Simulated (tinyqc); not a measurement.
# Changing the silane pressure p_S

Model: microkinetic model of low-temperature epitaxy from hydride gases: adsorption, hydrogen desorption and rate control. Computed by tinyqc, a small Python program. Command: `OMP_NUM_THREADS=1 python tinyqc.py 3021220 3021221 out.jsonl hepi sweep`. One thread of a shared host (Intel(R) Xeon(R) Processor @ 2.30GHz), about 0.03 s of CPU time with the checks.

Each hydride molecule needs two free sites and leaves four hydrogen atoms, of which two leave at once as H2; theta is the hydrogen coverage, the site density is 6.78 per nm^2 and one layer is 1.358 angstrom thick.

Inputs (values chosen for the exercise, close to those used for silane and germane on Si(001)):

| quantity | value | unit |
|---|---|---|
| sticking prefactor of silane s0 | 0.04 | - |
| adsorption barrier E_s | 0.23 | eV |
| desorption prefactor nu_d | 4.4e+11 | 1/s |
| desorption energy on silicon E_d | 2.02 | eV |
| hydrogen carrier pressure p_H | 0 | Pa |
| sticking of hydrogen s_H | 9.3e-07 | - |
| temperature T | 500 | C |
| germane pressure p_G | 0.037 | Pa |
| sticking ratio of germane to silane r_G | 5 | - |
| lowering of E_d per unit germanium fraction, dE | 0.51 | eV |

Film: silicon-germanium. Order of hydrogen desorption: first.

Constants: k_B = 8.617333262e-05 eV/K; u = 1.6605390666e-27 kg; k_B = 1.380649e-23 J/K.

Method:
- Flux per site F = p/(sqrt(2 pi M k_B T) x 6.78e18 per m^2), M = 32.12 u (silane), 76.63 u (germane), 2.016 u (hydrogen); s = s0 exp(-E_s/(k_B T)); k_S = s F_S, k_G = r_G s F_G; germanium fraction x = k_G/(k_S + k_G); k = k_S + k_G; k_H = s_H F_H; k_d = nu_d exp(-(E_d - dE x)/(k_B T)).
- Temperatures in kelvin are T(C) + 273.15.
- With k the hydride and k_H the hydrogen adsorption rate on free pairs and k_d the desorption rate, steady state: 2 (k + k_H)(1 - theta)^2 = k_d theta; growth rate R = k (1 - theta)^2 layers/s; 1 layer/s = 8.148 nm/min.
- With c = 2 (k + k_H)/k_d the free share is 1 - theta = 2/(1 + sqrt(1 + 4c)).
- X_i = d ln R/d ln k_i at fixed other constants. With f = 1 - theta and a = 2/f + 1/theta: d ln f/d ln k_d = 1/(a f), so X_d = 2/(a f), X_k = 1 - X_d k/(k + k_H), X_H = -X_d k_H/(k + k_H); they sum to 1.

One run for each value:

| silane pressure p_S (Pa) | growth rate G (nm/min) | hydrogen coverage theta | X_d (desorption) |
|---|---|---|---|
| 0.001 | 2.9990 | 0.01242 | 0.02453 |
| 0.003 | 3.0374 | 0.01423 | 0.02806 |
| 0.01 | 3.1593 | 0.02214 | 0.04333 |
| 0.03 | 3.3651 | 0.06058 | 0.11425 |
| 0.1 | 2.5589 | 0.32373 | 0.48912 |
| 0.3 | 0.7888 | 0.72832 | 0.84281 |
| 1 | 0.2506 | 0.90625 | 0.95082 |
| 3 | 0.1563 | 0.95564 | 0.97732 |
| 10 | 0.1305 | 0.97750 | 0.98862 |
| 30 | 0.1241 | 0.98728 | 0.99360 |

Over the rows, growth rate G (nm/min) goes from 3.00 through a maximum among these rows, 3.37 at 0.0300, to 0.124; hydrogen coverage theta rises from 0.0124 to 0.987 (exponent d ln y / d ln x 0.12 between the first rows and 0.0091 between the last); X_d (desorption) rises from 0.0245 to 0.994 (exponent d ln y / d ln x 0.12 between the first rows and 0.0046 between the last). More silane also dilutes the germanium, which raises the desorption barrier, so G can fall.

Caution (rows 0.00100, 0.00300, 0.0100, 0.0300, 0.100): layer thickness and site density of silicon are kept, and strain and surface segregation of germanium are ignored, which matters at this fraction.

Extremes, crossings and ranges named in words are read from the listed rows.
